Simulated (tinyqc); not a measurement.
Worked calculation: UHF in the 3-21g basis, for H2, spin multiplicity 1. One step of it, computed by the program tinyqc.

Task: Orthogonalisation. S = U s U^T; canonical form X = U s^(-1/2), so that X^T S X = 1. Each column of U has its largest component positive (the first on a tie).

overlap S, lower triangle:
```
          1H 1s     1H 2s     2H 1s     2H 2s
1H 1s  1.000000
1H 2s  0.645899  1.000000
2H 1s  0.071176  0.260820  1.000000
2H 2s  0.260820  0.577299  0.645899  1.000000
```

Give: eigenvalues of S; X.

Result:

eigenvalues of S: 0.2150  0.3829  1.1366  2.2656

X:
```
             1        2        3       4
1H 1s  -0.7241   0.9102   0.5838  0.2840
1H 2s   1.3422  -0.6910   0.3149  0.3742
2H 1s   0.7241   0.9102  -0.5838  0.2840
2H 2s  -1.3422  -0.6910  -0.3149  0.3742
```
